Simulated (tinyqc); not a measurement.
What each parameter does: shallow donor in an anisotropic valley (effective-mass theory).

One valley: H = -c [(d2/dx2 + d2/dy2)/mt + (d2/dz2)/ml] - q/(eps r), c = hbar^2/2m0, q = e^2/(4 pi eps0). Trial function exp(-sqrt((x^2 + y^2)/a^2 + z^2/b^2)) with a > b: T = (c/3)(2/(mt a^2) + 1/(ml b^2)), V = -(q/eps) atan(u/b)/u, u = sqrt(a^2 - b^2). The central cell of the impurity is left out.

Constants: hbar^2/2m0 = 3.80998211 eV angstrom^2; e^2/(4 pi eps0) = 14.39964547 eV angstrom.

Inputs chosen for the exercise (out of a larger set: near those of a group-V donor in Si; not measured data):
- ml = 0.949 m0 (longitudinal mass)
- mt = 0.19 m0 (transverse mass)
- eps = 11.8 (dielectric constant)

The minimum of the trial energy.

Results for these values:
```
case  E (meV)  a (angstrom)  b (angstrom)    b/a
base   -29.32         24.45         13.87  0.567
```

What happens to each result for mt = 0.171 m0, all else kept?

Answer: E rises from -29.32 to -27.05; a rises from 24.45 to 26.73; b rises from 13.87 to 14.61; b/a falls from 0.567 to 0.547.

The same for each parameter in turn:
```
case           E (meV)  a (angstrom)  b (angstrom)    b/a
base            -29.32         24.45         13.87  0.567
ml = 0.759 m0   -27.77         25.33         15.53  0.613
mt = 0.171 m0   -27.05         26.73         14.61  0.547
eps = 13        -24.16         26.94         15.28  0.567
```

eps only rescales the solution (E as 1/eps^2, lengths as eps), so b/a depends on ml/mt alone.

Run: tinyqc, `OMP_NUM_THREADS=1 python tinyqc.py 1250360 1250361 out.jsonl`; Intel(R) Xeon(R) Processor @ 2.30GHz, one thread, shared host; about 0.01 s of CPU time with all checks.
